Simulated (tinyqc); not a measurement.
Hall effect and magnetoresistance of several carrier groups with constant relaxation times: one step, computed by the program tinyqc. Command: `OMP_NUM_THREADS=1 python tinyqc.py 3017168 3017169 out.jsonl hall2 walk`. One thread of a shared host (Intel(R) Xeon(R) Processor @ 2.30GHz), about 0.01 s of CPU time with the checks.

Group 1 has charge -e and group 2 charge -e; s_i is that sign. B lies along z; mu B is formed with mu in m^2/(V s).

Question. Resistivity, Hall coefficient and magnetoresistance. rho_xx = sigma_xx/(sigma_xx^2 + sigma_xy^2); Hall coefficient R_H = sigma_xy/(B (sigma_xx^2 + sigma_xy^2)), with B in V s/cm^2 (1 T = 1e-4 V s/cm^2); magnetoresistance MR = rho_xx(B)/rho_xx(0) - 1. Apparent density 1/(e |R_H|); Hall mobility |R_H|/rho_xx.

Inputs (values chosen for the exercise, for a model conductor): magnetic field B = 3.2 T.

Carriers: two electron groups. Densities: per area (a thin layer).

sigma_xx = 6.530173e-04 S

sigma_xy = -0.003061937 S

sigma at B = 0 = 0.07244242 S

Constants: e = 1.602176634e-19 C.

Give: rho_xx; Hall coefficient R_H; magnetoresistance MR; apparent density; Hall mobility.

Answer.

rho_xx = 66.622 ohm

Hall coefficient R_H = -9.7619e+05 cm^2/C

magnetoresistance MR = 382.62 %

apparent density = 6.3937e+12 1/cm^2

Hall mobility = 14653 cm^2/(V s)
